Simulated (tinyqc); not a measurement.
## Resistance of a source-drain extension with a graded tip: effect of the position under the gate where the fall begins

y runs along the channel, the gate covers y > 0. The doping is N0 for y < y0 and N0 10^(-(y - y0)/la) beyond, uniform over the depth xj. Sheet conductance s(y) = q mu(N) max(N - Nch, 0) xj + (for y > 0) ma Cox Vo, with mu(N) = u0 + (u1 - u0)/(1 + (N/Nr)^au) and Cox = eps0 eox/tox. Current is taken as one-dimensional; depletion of the tip, spreading and the contact are left out. The metallurgical junction lies at yj, where N = Nch.

R_spacer = integral of dy/s from -Ls to 0, R_ov from 0 to yj, R_channel = (Lg - 2 yj)/(ma Cox Vo), R_total = 2 R_spacer + 2 R_ov + R_channel. Electrical length L_eff = ma Cox dR_total/d(1/Vo); R_series = R_total - L_eff/(ma Cox Vo).

Values chosen for this exercise; mobility law close to that of electrons in silicon: relative permittivity of the gate insulator (close to hafnium oxide) eox = 21.9; insulator thickness tox = 6.9 nm; active doping of the extension far from the gate N0 = 7.2e19 cm^-3; lateral abruptness la = 2.6 nm/decade; depth of the extension xj = 15 nm; channel doping Nch = 3e17 cm^-3; spacer length Ls = 7 nm; gate overdrive Vo = 0.89 V; mobility of the gate-induced layer ma = 160 cm^2/(V s); mobility at low doping u1 = 1414 cm^2/(V s); mobility at high doping u0 = 68.5 cm^2/(V s); reference doping Nr = 9.2e16 cm^-3; exponent au = 0.711; gate length Lg = 45 nm.

Constants: q = 1.602176634e-19 C, eps0 = 8.8541878128e-14 F/cm where lengths are in cm. Results are converted to the units shown.

Result of one run:
```
y0 (nm)	yj (nm)	R_spacer (ohm um)	R_ov (ohm um)	R_channel (ohm um)	R_total (ohm um)	L_eff (nm)	R_series (ohm um)
4	10.19	5.066	12.71	61.53	97.09	31.35	18.73
```

What becomes of these results when the position under the gate where the fall begins (gate edge at 0) y0 is changed from 4 to 6 nm, all else the same?

Result of the changed run:
```
y0 (nm)	yj (nm)	R_spacer (ohm um)	R_ov (ohm um)	R_channel (ohm um)	R_total (ohm um)	L_eff (nm)	R_series (ohm um)
6	12.19	5.066	13.83	51.53	89.33	27.56	20.47
```

The whole series:
```
y0 (nm)	yj (nm)	R_spacer (ohm um)	R_ov (ohm um)	R_channel (ohm um)	R_total (ohm um)	L_eff (nm)	R_series (ohm um)
-4	2.189	18.69	5.005	101.5	148.9	44.30	38.21
-2	4.189	7.015	8.527	91.52	122.6	42.31	16.88
0	6.189	5.066	10.47	81.52	112.6	38.95	15.25
2	8.189	5.066	11.59	71.53	104.8	35.15	16.99
4	10.19	5.066	12.71	61.53	97.09	31.35	18.73
6	12.19	5.066	13.83	51.53	89.33	27.56	20.47
8	14.19	5.066	14.96	41.54	81.58	23.76	22.21
```

As y0 goes from -4 to 8, R_total falls from 149 to 81.6 ohm um, L_eff falls from 44.3 to 23.8 nm and R_series goes from 38.2 through a minimum of 15.3 (at y0 = 0 among the rows listed) to 22.2 ohm um. More overlap also shortens the channel and adds capacitance, effects on threshold and speed that are left out.

Program tinyqc, `OMP_NUM_THREADS=1 python tinyqc.py 2282266 2282267 out.jsonl`; Intel Xeon 2.30GHz, shared host, one thread, about 0.03 s.
